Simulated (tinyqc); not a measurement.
Three surfaces against bond counting: Gupta-type many-body potential for a metal. Computed by tinyqc, a small Python program. Command: `OMP_NUM_THREADS=1 python tinyqc.py 3029774 3029775 out.jsonl gupta walk`. One thread of a shared host (Intel(R) Xeon(R) Processor @ 2.30GHz), about 0.01 s of CPU time with the checks.

E_i = sum_j A exp(-p (r_ij/r0 - 1)) - xi rho_i^gamma, with rho_i = sum_j exp(-2 q (r_ij/r0 - 1)); gamma = 1/2 is the tight-binding second-moment form. The crystal is fcc unless stated; d is the neighbour distance and a fixed number of shells is kept.

Inputs (values chosen for the exercise, for a model metal): repulsion A = 0.122 eV; hopping xi = 0.831 eV; decay p = 8.6; decay q = 2.51; reference distance r0 = 2.864 angstrom; shells kept = 3; embedding exponent gamma = 0.6.

Constants: 1 eV/angstrom^3 = 160.2176634 GPa; 1 eV/angstrom^2 = 16.02176634 J/m^2.

Method:
- fcc shells: d sqrt(k), k = 1..5, with 12, 6, 24, 12, 24 atoms; Omega = d^3/sqrt2.
- Equilibrium: dE/dd = 0; B = d^2 E''(d)/(9 Omega).
- Cut the crystal without relaxation; an atom in layer l keeps the neighbours that lie below the surface plane. Excess = E_i + E_c. Surface energy = sum of excesses over the layers, divided by the area per surface atom: (sqrt3/2) d^2 for (111), d^2 for (100), sqrt2 d^2 for (110).
- Bond counting with pair bonds charges E_c/12 for each missing nearest neighbour: 3, 4 and 6 per surface cell.

neighbour distance d = 2.88061 angstrom

cohesive energy E_c = 2.44698 eV

Surfaces:
```
face   missing bonds  excess (eV)  bond counting (eV)    ratio  surface energy (J/m^2)
(111)              3      0.31612              0.6117  0.51675                 0.70478
(100)              4      0.39433              0.8157  0.48345                 0.76137
(110)              6      0.60628              1.2235  0.49553                 0.82774
```

What follows from these numbers?

The order of surface energies is (111) < (100) < (110), with (110)/(111) = 1.174 against 1.225 from counting first-neighbour bonds. The excess is 0.48 to 0.52 of the bond-counting value: atoms with fewer neighbours have stronger bonds. Further shells enter the excess but not the count. Caution: relaxation, left out here, lowers surface energies.
